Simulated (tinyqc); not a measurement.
Worked calculation: cluster expansion of a binary alloy: correlations, fit, cross-validation and ground states. Computed by tinyqc, a small Python program that keeps every step. Command: `OMP_NUM_THREADS=1 python tinyqc.py 3002673 3002674 out.jsonl clex walk`. One thread of a shared host (Intel(R) Xeon(R) Processor @ 2.30GHz), about 0.2 s of CPU time with the checks. Intermediate numbers are printed to about 6 digits and carried at full precision; extremes and crossings named in words are read from the listed rows.

s = +1 for A and -1 for B. Energy per site E = J0 + J1 P(point) + sum over clusters of m V P, with P the mean product of spins; V > 0 on a pair favours unlike neighbours. Clusters per site m: pair 1 6, pair 2 3, pair 3 12, triplet 8; the triplet is the triangle of first neighbours. Formation energies are counted from the line between pure A and pure B, which removes J0 and J1.

Inputs (values chosen for the exercise, for a model alloy):

| quantity | value | unit |
|---|---|---|
| first-pair interaction V1 | 13.9 | meV |
| second-pair interaction V2 | 4.3 | meV |
| third-pair interaction V3 | 0.45 | meV |
| triplet interaction Vt | 2.9 | meV |
| noise amplitude | 4.5 | meV/site |
| temperature T | 980 | K |
| fraction x of B | 0.82 | - |

Lattice: fcc.

Constants: k_B = 8.617333262e-05 eV/K.

## Design matrix

correlations P, counted on periodic cells:
```
                      point    pair 1    pair 2    pair 3   triplet
A                   1.00000   1.00000   1.00000   1.00000   1.00000
A3B L1_2            0.50000   0.00000   1.00000   0.00000  -0.50000
A3B D0_22           0.50000   0.00000   0.66667   0.33333  -0.50000
A3B (001) layers    0.50000   0.33333   0.66667   0.00000   0.50000
A2B (001) layers    0.33333   0.11111   0.55556  -0.33333   0.33333
AB L1_0             0.00000  -0.33333   1.00000  -0.33333   0.00000
AB L1_1             0.00000   0.00000  -1.00000   0.00000   0.00000
A2B2 (001) layers   0.00000   0.33333   0.33333  -0.33333   0.00000
AB2 (001) layers   -0.33333   0.11111   0.55556  -0.33333  -0.33333
AB3 L1_2           -0.50000   0.00000   1.00000   0.00000   0.50000
AB3 D0_22          -0.50000   0.00000   0.66667   0.33333   0.50000
AB3 (001) layers   -0.50000   0.33333   0.66667   0.00000  -0.50000
B                  -1.00000   1.00000   1.00000   1.00000  -1.00000
```

Design matrix of formation energies: m (P - 1) for pairs and m (P(triplet) - P(point)) for the triplet; x = (1 - P(point))/2.

X:
```
                    pair 1   pair 2    pair 3  triplet
A                   0.0000   0.0000    0.0000   0.0000
A3B L1_2           -6.0000   0.0000  -12.0000  -8.0000
A3B D0_22          -6.0000  -1.0000   -8.0000  -8.0000
A3B (001) layers   -4.0000  -1.0000  -12.0000   0.0000
A2B (001) layers   -5.3333  -1.3333  -16.0000   0.0000
AB L1_0            -8.0000   0.0000  -16.0000   0.0000
AB L1_1            -6.0000  -6.0000  -12.0000   0.0000
A2B2 (001) layers  -4.0000  -2.0000  -16.0000   0.0000
AB2 (001) layers   -5.3333  -1.3333  -16.0000   0.0000
AB3 L1_2           -6.0000   0.0000  -12.0000   8.0000
AB3 D0_22          -6.0000  -1.0000   -8.0000   8.0000
AB3 (001) layers   -4.0000  -1.0000  -12.0000   0.0000
B                   0.0000   0.0000    0.0000   0.0000
```

## Formation energies

standard normal numbers for the noise (0 for the pure ends): A 0.000, A3B L1_2 -0.156, A3B D0_22 -1.301, A3B (001) layers -1.066, A2B (001) layers -0.233, AB L1_0 0.859, AB L1_1 0.373, A2B2 (001) layers 1.676, AB2 (001) layers -0.625, AB3 L1_2 -0.662, AB3 D0_22 -0.156, AB3 (001) layers 0.941, B 0.000

Exact: X V with V = (V1, V2, V3, Vt). The data to fit add the noise amplitude times the normal numbers, standing for what the clusters leave out.

exact energies (meV/site): A 0.000, A3B L1_2 -112.000, A3B D0_22 -114.500, A3B (001) layers -65.300, A2B (001) layers -87.067, AB L1_0 -118.400, AB L1_1 -114.600, A2B2 (001) layers -71.400, AB2 (001) layers -87.067, AB3 L1_2 -65.600, AB3 D0_22 -68.100, AB3 (001) layers -65.300, B 0.000

data (meV/site): A 0.000, A3B L1_2 -112.702, A3B D0_22 -120.355, A3B (001) layers -70.097, A2B (001) layers -88.115, AB L1_0 -114.534, AB L1_1 -112.921, A2B2 (001) layers -63.858, AB2 (001) layers -89.879, AB3 L1_2 -68.579, AB3 D0_22 -68.802, AB3 (001) layers -61.066, B 0.000

## Normal equations for V1, V2, Vt

Leave out pair 3: A = X^T X and b = X^T E (E being the data with noise) over these three columns; solve A V = b. The root-mean-square error runs over the structures between the pure ends.

matrix A:
```
         V1      V2       Vt
V1  348.889  78.222    0.000
V2   78.222  47.556    0.000
Vt    0.000   0.000  256.000
```

b (meV): 5545.82  1362.89  765.40

fitted V1, V2, Vt (meV): 15.0031  3.9809  2.9899

root-mean-square error of the three-cluster fit = 3.53754 meV/site

The fit misses V1 by +1.10, V2 by -0.32 and Vt by +0.09 meV; the omitted V3 = 0.45 meV and the noise shift the fitted values.

## Which clusters to keep

For each set, H = X (X^T X)^-1 X^T over the structures between the ends; residual e = E - H E; leave-one-out error e_i/(1 - H_ii); both as root mean squares.

Fits:

| clusters | fit error (meV/site) | leave-one-out error (meV/site) | largest H_ii |
|---|---|---|---|
| V1 | 16.2419 | 18.1900 | 0.183439 |
| V1 V2 | 14.8511 | 17.2043 | 0.824987 |
| V1 V3 | 16.1619 | 20.1814 | 0.348390 |
| V1 V2 Vt | 3.5375 | 4.6376 | 0.824987 |
| V1 Vt | 7.4672 | 8.8573 | 0.353185 |
| V1 V2 V3 | 14.8473 | 19.3491 | 0.896047 |
| V1 V3 Vt | 7.2915 | 8.9274 | 0.515858 |
| V1 V2 V3 Vt | 3.5214 | 5.2918 | 0.896047 |

leave-one-out error without pair 3 = 4.63759 meV/site

leave-one-out error with all four = 5.29183 meV/site

The fit error can only fall as clusters are added, to 3.52 meV with all four. The leave-one-out error is least for V1 V2 Vt (4.64 meV), and all four give 5.29: the extra terms fit noise more than signal.

## Ground states by the convex hull

Height above the hull = E less the lowest straight line between two structures that bracket x (or the lowest structure at the same x). The three-term fit is X V with the fitted values.

Hull among these structures (meV/site):

| structure | x | exact E | above hull | fitted E | above hull, fit |
|---|---|---|---|---|---|
| A | 0.00000 | 0.000 | 0.0000 | 0.000 | 0.0000 |
| A3B L1_2 | 0.25000 | -112.000 | 2.5000 | -113.938 | 3.9809 |
| A3B D0_22 | 0.25000 | -114.500 | 0.0000 | -117.918 | 0.0000 |
| A3B (001) layers | 0.25000 | -65.300 | 49.2000 | -63.993 | 53.9251 |
| A2B (001) layers | 0.33333 | -87.067 | 28.7333 | -85.324 | 33.2962 |
| AB L1_0 | 0.50000 | -118.400 | 0.0000 | -120.025 | 0.0000 |
| AB L1_1 | 0.50000 | -114.600 | 3.8000 | -113.904 | 6.1211 |
| A2B2 (001) layers | 0.50000 | -71.400 | 47.0000 | -67.974 | 52.0508 |
| AB2 (001) layers | 0.66667 | -87.067 | 0.0000 | -85.324 | 1.4043 |
| AB3 L1_2 | 0.75000 | -65.600 | 2.5000 | -66.100 | 3.9809 |
| AB3 D0_22 | 0.75000 | -68.100 | 0.0000 | -70.081 | 0.0000 |
| AB3 (001) layers | 0.75000 | -65.300 | 2.8000 | -63.993 | 6.0874 |
| B | 1.00000 | 0.000 | 0.0000 | 0.000 | 0.0000 |

lowest exact formation energy = -118.4 meV/site

On the exact hull: A, A3B D0_22, AB L1_0, AB2 (001) layers, AB3 D0_22, B. The fit finds A, A3B D0_22, AB L1_0, AB3 D0_22, B instead; its root-mean-square error is 3.54 meV. A structure at zero height may lie on a tie line without being a vertex, and structures outside this list could lie lower.

## The random alloy and its short-range order

Random alloy: P(pair) = p^2, P(triplet) = p^3, p = 1 - 2x, so H_mix = (p^2 - 1) sum m V(pairs) + (p^3 - p) m Vt; G_mix = H_mix + k_B T [x ln x + (1 - x) ln(1 - x)]. To first order in 1/T the Warren-Cowley parameter of shell 1 is alpha_1 = -(1 - p^2) V_eff/(k_B T), V_eff = V1 + (number of triplets on a first-neighbour bond) p Vt, that number being 4.

mixing enthalpy H_mix = -51.2774 meV/site

mixing free energy G_mix = -91.0865 meV/site

alpha_1 = -0.0452746

alpha_1 < 0: unlike neighbours are preferred.

Checks made by the program: leave-one-out formula against refits (relative difference below 1e-10).
